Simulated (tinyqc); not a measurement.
Pariser-Parr-Pople SCF with singles CI, for the molecule [CH2+]c1cccc(C=O)c1 (SMILES; centres numbered as the heavy atoms are written), step by step. Computed by tinyqc, a small Python program that keeps every step. Settings: charge = 1, gamma = MN, start = huckel, damping = 0, iteration cap = 89, excitations kept = 4. Command: `OMP_NUM_THREADS=1 python tinyqc.py 26903 26904 out.jsonl` (the two numbers bound the seeds that draw the settings). One thread of a shared host (Intel(R) Xeon(R) Processor @ 2.60GHz), about 0.02 s of CPU time with the checks. Later iterations appear only in the table of the cycle.

## PPP integrals

Centres (angstrom, eV; a flat drawing with bonds scaled to 1.40 angstrom):
```
centre,x,y,core charge z,W,gamma_rr
1C,2.7690,-1.1650,1,11.1600,11.1300
2C,1.5970,-0.4000,1,11.1600,11.1300
3C,1.6740,0.9980,1,11.1600,11.1300
4C,0.5020,1.7640,1,11.1600,11.1300
5C,-0.7470,1.1320,1,11.1600,11.1300
6C,-0.8240,-0.2660,1,11.1600,11.1300
7C,-2.0730,-0.8980,1,11.1600,11.1300
8O,-3.2450,-0.1330,1,17.7000,15.2000
9C,0.3480,-1.0320,1,11.1600,11.1300
```

Resonance integrals (eV):
```
i,j,beta
1,2,-2.3900
2,3,-2.3900
3,4,-2.3900
4,5,-2.3900
5,6,-2.3900
6,7,-2.3900
7,8,-2.5100
6,9,-2.3900
9,2,-2.3900
```

Mataga-Nishimoto: gamma = 14.399645/(R + a), a = 2 x 14.399645/(gamma_rr + gamma_ss); H_rr = -W_r - sum_(s != r) z_s gamma_rs; H_rs = beta for bonds.

repulsion gamma_rs (eV):
```
,1C,2C,3C,4C,5C,6C,7C,8O,9C
1C,11.1300,5.3464,3.8728,2.8813,2.6212,2.8814,2.3440,2.0011,3.8725
2C,5.3464,11.1300,5.3453,3.8719,3.5172,3.8725,2.8814,2.4229,5.3459
3C,3.8728,5.3453,11.1300,5.3453,3.8725,3.5178,2.6214,2.3448,3.8725
4C,2.8813,3.8719,5.3453,11.1300,5.3459,3.8725,2.8814,2.7202,3.5173
5C,2.6212,3.5172,3.8725,5.3459,11.1300,5.3453,3.8725,3.6981,3.8719
6C,2.8814,3.8725,3.5178,3.8725,5.3453,11.1300,5.3459,4.0926,5.3453
7C,2.3440,2.8814,2.6214,2.8814,3.8725,5.3459,11.1300,5.7752,3.8725
8O,2.0011,2.4229,2.3448,2.7202,3.6981,4.0926,5.7752,15.2000,3.0015
9C,3.8725,5.3459,3.8725,3.5173,3.8719,5.3453,3.8725,3.0015,11.1300
```

core matrix H (eV):
```
,1C,2C,3C,4C,5C,6C,7C,8O,9C
1C,-36.9807,-2.3900,0.0000,0.0000,0.0000,0.0000,0.0000,0.0000,0.0000
2C,-2.3900,-43.7635,-2.3900,0.0000,0.0000,0.0000,0.0000,0.0000,-2.3900
3C,0.0000,-2.3900,-41.9523,-2.3900,0.0000,0.0000,0.0000,0.0000,0.0000
4C,0.0000,0.0000,-2.3900,-41.5958,-2.3900,0.0000,0.0000,0.0000,0.0000
5C,0.0000,0.0000,0.0000,-2.3900,-43.3045,-2.3900,0.0000,0.0000,0.0000
6C,0.0000,0.0000,0.0000,0.0000,-2.3900,-45.4333,-2.3900,0.0000,-2.3900
7C,0.0000,0.0000,0.0000,0.0000,0.0000,-2.3900,-40.7543,-2.5100,0.0000
8O,0.0000,0.0000,0.0000,0.0000,0.0000,0.0000,-2.5100,-43.7564,0.0000
9C,0.0000,-2.3900,0.0000,0.0000,0.0000,-2.3900,0.0000,0.0000,-43.8593
```

## Starting guess

pi electrons, sum of z_r less the charge = 8

Orbitals of the Hueckel matrix of the beta values.

P at the start:
```
,1C,2C,3C,4C,5C,6C,7C,8O,9C
1C,0.4286,0.6332,0.2857,-0.1153,-0.2857,-0.1019,0.0000,0.0627,0.2857
2C,0.6332,1.0000,0.5179,0.0000,-0.2172,0.0000,-0.0360,0.0000,0.5314
3C,0.2857,0.5179,0.8571,0.6977,0.1429,-0.2682,0.0000,0.1739,-0.1429
4C,-0.1153,0.0000,0.6977,1.0000,0.6467,0.0000,-0.0495,0.0000,-0.2816
5C,-0.2857,-0.2172,0.1429,0.6467,0.8571,0.5837,0.0000,-0.2259,0.1429
6C,-0.1019,0.0000,-0.2682,0.0000,0.5837,1.0000,0.3960,0.0000,0.6482
7C,0.0000,-0.0360,0.0000,-0.0495,0.0000,0.3960,1.0000,0.9162,0.0000
8O,0.0627,0.0000,0.1739,0.0000,-0.2259,0.0000,0.9162,1.0000,-0.2745
9C,0.2857,0.5314,-0.1429,-0.2816,0.1429,0.6482,0.0000,-0.2745,0.8571
```

## Iteration 1: Fock matrix

F_rr = H_rr + P_rr gamma_rr / 2 + sum_(s != r) P_ss gamma_rs; F_rs = H_rs - P_rs gamma_rs / 2; E = tr P (H + F) / 2 + core repulsion sum_(r<s) z_r z_s gamma_rs.

F (eV):
```
,1C,2C,3C,4C,5C,6C,7C,8O,9C
1C,-10.2559,-4.0827,-0.5533,0.1661,0.3745,0.1467,0.0000,-0.0627,-0.5532
2C,-4.0827,-10.6799,-3.7742,0.0000,0.3819,0.0000,0.0519,0.0000,-3.8103
3C,-0.5533,-3.7742,-9.7094,-4.2546,-0.2766,0.4717,0.0000,-0.2039,0.2766
4C,0.1661,0.0000,-4.2546,-9.2713,-4.1186,0.0000,0.0713,0.0000,0.4953
5C,0.3745,0.3819,-0.2766,-4.1186,-8.9941,-3.9501,0.0000,0.4177,-0.2766
6C,0.1467,0.0000,0.4717,0.0000,-3.9501,-9.2713,-3.4484,0.0000,-4.1224
7C,0.0000,0.0519,0.0000,0.0713,0.0000,-3.4484,-8.4153,-5.1557,0.0000
8O,-0.0627,0.0000,-0.2039,0.0000,0.4177,0.0000,-5.1557,-12.5356,0.4119
9C,-0.5532,-3.8103,0.2766,0.4953,-0.2766,-4.1224,0.0000,0.4119,-9.7092
```

pi energy = -111.0277 eV

## Iteration 1: orbitals and new P

Diagonalise F (the basis is taken as orthonormal) and form P = 2 sum c c over the lowest orbitals.

orbital energies (eV): -18.2176  -16.6900  -15.1276  -14.3110  -8.8549  -6.1750  -4.6005  -3.4681  -1.3975

P after iteration 1:
```
,1C,2C,3C,4C,5C,6C,7C,8O,9C
1C,0.5367,0.7101,0.2709,-0.1378,-0.2949,-0.1273,-0.0238,0.0594,0.2855
2C,0.7101,1.0080,0.4741,-0.0022,-0.1844,-0.0048,-0.0294,0.0016,0.4859
3C,0.2709,0.4741,0.8561,0.7201,0.2059,-0.2571,-0.0494,0.1277,-0.1879
4C,-0.1378,-0.0022,0.7201,0.9588,0.6230,0.0268,-0.0286,-0.0094,-0.2663
5C,-0.2949,-0.1844,0.2059,0.6230,0.7832,0.5775,0.0731,-0.1886,0.1644
6C,-0.1273,-0.0048,-0.2571,0.0268,0.5775,0.9755,0.3522,-0.0005,0.6774
7C,-0.0238,-0.0294,-0.0494,-0.0286,0.0731,0.3522,0.6845,0.8705,0.0927
8O,0.0594,0.0016,0.1277,-0.0094,-0.1886,-0.0005,0.8705,1.3648,-0.2315
9C,0.2855,0.4859,-0.1879,-0.2663,0.1644,0.6774,0.0927,-0.2315,0.8323
```

## Iteration 2: Fock matrix

As before.

F (eV):
```
,1C,2C,3C,4C,5C,6C,7C,8O,9C
1C,-10.1039,-4.2882,-0.5246,0.1985,0.3865,0.1834,0.0279,-0.0594,-0.5529
2C,-4.2882,-10.7349,-3.6570,0.0042,0.3243,0.0094,0.0424,-0.0019,-3.6888
3C,-0.5246,-3.6570,-9.9140,-4.3146,-0.3987,0.4522,0.0648,-0.1498,0.3638
4C,0.1985,0.0042,-4.3146,-9.6575,-4.0554,-0.0519,0.0412,0.0128,0.4684
5C,0.3865,0.3243,-0.3987,-4.0554,-9.4178,-3.9335,-0.1415,0.3487,-0.3182
6C,0.1834,0.0094,0.4522,-0.0519,-3.9335,-9.9496,-3.3314,0.0010,-4.2003
7C,0.0279,0.0424,0.0648,0.0412,-0.1415,-3.3314,-8.4224,-5.0237,-0.1796
8O,-0.0594,-0.0019,-0.1498,0.0128,0.3487,0.0010,-5.0237,-11.9118,0.3475
9C,-0.5529,-3.6888,0.3638,0.4684,-0.3182,-4.2003,-0.1796,0.3475,-10.0786
```

pi energy = -111.8582 eV

## Iteration 2: orbitals and new P

As before.

orbital energies (eV): -18.4765  -16.5632  -15.3391  -14.4105  -8.7784  -6.1946  -4.8695  -3.6709  -1.8879

P after iteration 2:
```
,1C,2C,3C,4C,5C,6C,7C,8O,9C
1C,0.5479,0.7216,0.2687,-0.1318,-0.2894,-0.1312,-0.0206,0.0601,0.2834
2C,0.7216,1.0136,0.4654,-0.0010,-0.1844,-0.0141,-0.0285,0.0046,0.4769
3C,0.2687,0.4654,0.8452,0.7229,0.2202,-0.2512,-0.0411,0.1188,-0.1930
4C,-0.1318,-0.0010,0.7229,0.9544,0.6207,0.0283,-0.0251,-0.0108,-0.2666
5C,-0.2894,-0.1844,0.2202,0.6207,0.7709,0.5758,0.0647,-0.1825,0.1638
6C,-0.1312,-0.0141,-0.2512,0.0283,0.5758,0.9894,0.3396,-0.0041,0.6868
7C,-0.0206,-0.0285,-0.0411,-0.0251,0.0647,0.3396,0.7101,0.8868,0.0811
8O,0.0601,0.0046,0.1188,-0.0108,-0.1825,-0.0041,0.8868,1.3323,-0.2280
9C,0.2834,0.4769,-0.1930,-0.2666,0.1638,0.6868,0.0811,-0.2280,0.8361
```

## Convergence

Stop when output and input P, before any damping, agree to 1e-7.

Course of the cycle:
```
iteration,E (eV),largest |P(out) - P(in)|
1,-111.027698,3.65e-01
2,-111.858203,3.25e-02
3,-111.874539,5.50e-03
4,-111.875648,2.08e-03
5,-111.875788,8.06e-04
6,-111.875807,3.09e-04
7,-111.875809,1.19e-04
8,-111.875810,4.55e-05
9,-111.875810,1.78e-05
10,-111.875810,9.59e-06
11,-111.875810,5.22e-06
12,-111.875810,2.86e-06
13,-111.875810,1.58e-06
14,-111.875810,8.72e-07
15,-111.875810,4.83e-07
16,-111.875810,2.68e-07
17,-111.875810,1.49e-07
18,-111.875810,8.31e-08
```

Converged in 18 iterations.

## Converged orbitals

Charges are z - P_rr.

orbital energies (eV): -18.4447  -16.5722  -15.3677  -14.4615  -8.7221  -6.1816  -4.8617  -3.6746  -1.8758

coefficients:
```
,MO1,MO2,MO3,MO4,MO5,MO6,MO7,MO8,MO9
1C,0.2758,-0.2914,-0.3286,0.0854,0.7270,0.0803,0.3540,-0.2189,-0.1250
2C,0.4961,-0.3833,-0.3319,0.0689,-0.0873,-0.0746,-0.4803,0.3874,0.3133
3C,0.3508,-0.2834,0.2395,0.3995,-0.3856,0.3933,-0.0500,-0.4405,-0.2822
4C,0.2866,-0.0647,0.5644,0.2707,0.0233,-0.2369,0.5034,0.3236,0.3271
5C,0.3017,0.1841,0.4877,-0.1472,0.3933,-0.2604,-0.4925,-0.0191,-0.3874
6C,0.3957,0.3962,0.0697,-0.4210,0.0390,0.4015,0.0149,-0.2871,0.5089
7C,0.1997,0.4840,-0.1732,0.2217,0.0160,0.4406,0.1101,0.5547,-0.3641
8O,0.1294,0.5075,-0.2845,0.5588,-0.0229,-0.4328,-0.0850,-0.3328,0.1635
9C,0.4103,0.0338,-0.2287,-0.4413,-0.3971,-0.4083,0.3548,-0.0447,-0.3623
```

pi charges: 1C 0.4475, 2C -0.0158, 3C 0.1592, 4C 0.0437, 5C 0.2311, 6C 0.0086, 7C 0.2936, 8O -0.3349, 9C 0.1669

## Singles CI, singlets

Over the 4 single excitations with the smallest orbital gaps: A = (e_a - e_i) delta + 2 (ia|jb) - (ij|ab), with (pq|rs) = sum c_mp c_mq gamma_mn c_nr c_ns. f = 2/3 w |mu|^2 in atomic units, mu = sqrt2 sum c_ia sum_m c_mi c_ma R_m.

singlet CI matrix (eV):
```
,4>5,3>5,2>5,4>6
4>5,2.8332,-0.3298,0.1950,0.1112
3>5,-0.3298,4.0286,0.1728,-0.2177
2>5,0.1950,0.1728,4.9764,-0.0273
4>6,0.1112,-0.2177,-0.0273,5.5657
```

singlet excitation energies (eV): 2.7232  4.0618  5.0113  5.6077

oscillator strengths: 0.0860  0.3976  0.3096  1.3433

## Singles CI, triplets

Over the 4 single excitations with the smallest orbital gaps: A = (e_a - e_i) delta - (ij|ab), with (pq|rs) = sum c_mp c_mq gamma_mn c_nr c_ns.

triplet CI matrix (eV):
```
,4>5,3>5,2>5,4>6
4>5,1.9349,-0.2991,0.7565,-0.0868
3>5,-0.2991,2.1946,-0.7497,0.0644
2>5,0.7565,-0.7497,3.9898,-0.1451
4>6,-0.0868,0.0644,-0.1451,2.9893
```

triplet excitation energies (eV): 1.6760  1.9245  2.9701  4.5380
